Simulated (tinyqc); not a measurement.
Permeation of metal atoms or ions through a thin barrier or dielectric: time lag, field-aided drift and lifetime. Changing the thickness d. Computed by tinyqc, a small Python program. Command: `OMP_NUM_THREADS=1 python tinyqc.py 3027906 3027907 out.jsonl barrier sweep`. One thread of a shared host (Intel(R) Xeon(R) Processor @ 2.30GHz), about 0.04 s of CPU time with the checks.

The film 0 < x < d is empty at first; C = C0 at x = 0 and C = 0 at x = d. dC/dt = D d2C/dx2 - v dC/dx with drift v = D z e V/(k_B T d) (uniform field, no space charge).

Inputs (values chosen for the exercise, for a model case: doubly charged vacancies through an oxide):

| quantity | value | unit |
|---|---|---|
| prefactor D0 | 9.9e-05 | cm^2/s |
| activation energy E | 1.2 | eV |
| concentration at the source side C0 | 1.1e+15 | 1/cm^3 |
| charge number z | 2 | - |
| voltage V (positive drives ions across) | 0.18 | V |
| critical dose Q_c | 2e+07 | 1/cm^2 |
| test temperature T | 200 | C |
| use temperature T_u | 70 | C |

Constants: k_B = 8.617333262e-05 eV/K.

Method:
- D = D0 exp(-E/(k_B T)); time scale d^2/D; Peclet number P = z V/(k_B T), k_B T in eV; 1 nm = 1e-7 cm.
- Temperatures in kelvin are T(C) + 273.15.
- Steady flux J = (D C0/d) P/(1 - exp(-P)); time lag in units of d^2/D: s_L = [P (1 + exp(-P))/(1 - exp(-P)) - 2]/P^2 (P = 0: J = D C0/d, s_L = 1/6).
- Dose through the film Q(s) = C0 d {f (s - s_L) - 2 exp(P/2) sum_(n=1..200) (-1)^n n^2 pi^2 exp(-l_n s)/l_n^2}, l_n = n^2 pi^2 + P^2/4, f = P/(1 - exp(-P)) the relative flux.
- Solve Q = Q_c for s. At the use temperature D and P take T_u, with the same C0 and V; 1 year = 3.15576e7 s.

One run for each value:

| thickness d (nm) | failure time at T (s) | time lag (s) | s at the critical dose | steady flux J (1/(cm^2 s)) |
|---|---|---|---|---|
| 4.0 | 6.494e+02 | 8.571e+02 | 0.06640 | 3.973e+05 |
| 6.1 | 1.378e+03 | 1.993e+03 | 0.06060 | 2.605e+05 |
| 9.4 | 3.002e+03 | 4.733e+03 | 0.05559 | 1.691e+05 |
| 14.0 | 6.187e+03 | 1.050e+04 | 0.05164 | 1.135e+05 |
| 22.0 | 1.413e+04 | 2.593e+04 | 0.04777 | 7.223e+04 |
| 34.0 | 3.147e+04 | 6.192e+04 | 0.04454 | 4.674e+04 |
| 51.0 | 6.661e+04 | 1.393e+05 | 0.04189 | 3.116e+04 |
| 78.0 | 1.466e+05 | 3.259e+05 | 0.03943 | 2.037e+04 |
| 120.0 | 3.274e+05 | 7.714e+05 | 0.03720 | 1.324e+04 |

Over the rows, failure time at T (s) rises from 649 to 327000 (exponent d ln y / d ln x about 1.8 throughout); time lag (s) rises from 857 to 771000 (exponent d ln y / d ln x about 2.0 throughout); s at the critical dose falls from 0.0664 to 0.0372 (exponent d ln y / d ln x -0.22 between the first rows and -0.14 between the last). The exponent of time lag stays at 2: the lag scales as d^2/D, with P independent of d.

Caution (all rows): grain boundaries, pinholes, trapping and space charge are left out; thin real barriers usually fail at defects. Caution (rows 51.0, 78.0, 120): the space-charge potential z e C0 d^2/(2 eps) (for eps_r near 4) exceeds 10 mV, so the field is not uniform.
